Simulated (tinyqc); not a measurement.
# Inputs raised by 5 %, one at a time

Model: interdiffusion of a quantum well during annealing: blurred potential and shift of the confined levels. Computed by tinyqc, a small Python program. Command: `OMP_NUM_THREADS=1 python tinyqc.py 3001295 3001296 out.jsonl qwi sens`. One thread of a shared host (Intel(R) Xeon(R) Processor @ 2.30GHz), about 0.09 s of CPU time with the checks.

A square well of width w is blurred by Fick diffusion with a constant coefficient; band offsets are linear in composition, masses are uniform, and strain and excitons are ignored.

Inputs (values chosen for the exercise, modelled on GaAs in AlGaAs):

| quantity | value | unit |
|---|---|---|
| well width w | 6.1 | nm |
| electron mass m_e | 0.0661 | m_0 |
| hole mass m_h | 0.401 | m_0 |
| conduction offset V_c | 0.25 | eV |
| valence offset V_v | 0.13 | eV |
| prefactor D0 | 22 | cm^2/s |
| activation energy E | 3.89 | eV |
| anneal temperature T | 940 | C |
| anneal time t | 30 | s |

Constants: k_B = 8.617333262e-05 eV/K; hbar^2/(2 m_0) = 3.80998212 eV angstrom^2.

Method:
- D = D0 exp(-E/(k_B T)); L = sqrt(D t); share of well material at the centre erf(w/(4L)); 1 nm = 1e-7 cm.
- Temperatures in kelvin are T(C) + 273.15.
- Square well, ground state: take the lowest root of k tan(k w/2) = kappa, k^2 = E/c, kappa^2 = (V - E)/c, c = hbar^2/(2m) with hbar^2/(2 m_0) in eV angstrom^2.
- With L = sqrt(D t) and the share at the centre erf(w/(4L)). After the anneal: V(z) = V {1 - (1/2)[erf((w/2 - z)/(2L)) + erf((w/2 + z)/(2L))]}, energies counted from the original well bottom. Finite differences on 3000 points over |z| < w/2 + 6L + 25 nm; shifts are taken against the same grid with cell-averaged square steps.
- Rise of the bottom = V (1 - share at the centre). Overlap = |<electron|hole>|^2.

Runs:

| input moved | from | to | blue shift of the transition (meV) | shift of the hole level (meV) | electron level before the anneal (meV) | share at the centre |
|---|---|---|---|---|---|---|
| base run | - | - | 108.177 | 42.196 | 65.927 | 0.68727 |
| well width w (nm) | 6.1 | 6.405 | 104.615 | 40.274 | 61.938 | 0.71085 |
| electron mass m_e (m_0) | 0.0661 | 0.069405 | 109.090 | 42.196 | 63.912 | 0.68727 |
| hole mass m_h (m_0) | 0.401 | 0.42105 | 108.368 | 42.387 | 65.927 | 0.68727 |
| conduction offset V_c (eV) | 0.25 | 0.2625 | 112.435 | 42.196 | 67.108 | 0.68727 |
| valence offset V_v (eV) | 0.13 | 0.1365 | 110.487 | 44.506 | 65.927 | 0.68727 |
| anneal time t (s) | 30 | 31.5 | 110.989 | 43.328 | 65.927 | 0.67546 |

Exponents ln(y'/y) / ln(x'/x):

| input | blue shift of the transition | shift of the hole level | electron level before the anneal | share at the centre |
|---|---|---|---|---|
| well width w | -0.686 | -0.956 | -1.279 | 0.691 |
| electron mass m_e | 0.172 | 0.000 | -0.636 | 0.000 |
| hole mass m_h | 0.036 | 0.093 | 0.000 | 0.000 |
| conduction offset V_c | 0.791 | 0.000 | 0.364 | 0.000 |
| valence offset V_v | 0.433 | 1.092 | 0.000 | 0.000 |
| anneal time t | 0.526 | 0.543 | 0.000 | -0.355 |

Which inputs matter most for each result?

Among the inputs moved here: blue shift of the transition answers most in size to conduction offset V_c (exponent +0.791), next to well width w (-0.686). Shift of the hole level answers most in size to valence offset V_v (exponent +1.092), next to well width w (-0.956); its exponent is below 0.0005 for electron mass m_e, conduction offset V_c. Its exponent 0.000 in electron mass m_e: the two bands are independent here. Electron level before the anneal answers most in size to well width w (exponent -1.279), next to electron mass m_e (-0.636); its exponent is below 0.0005 for hole mass m_h, valence offset V_v, anneal time t. Share at the centre answers most in size to well width w (exponent +0.691), next to anneal time t (-0.355); its exponent is below 0.0005 for electron mass m_e, hole mass m_h, conduction offset V_c, valence offset V_v.

Caution (all rows): the well mass is used in the barriers too; a heavier barrier mass would lower these levels.
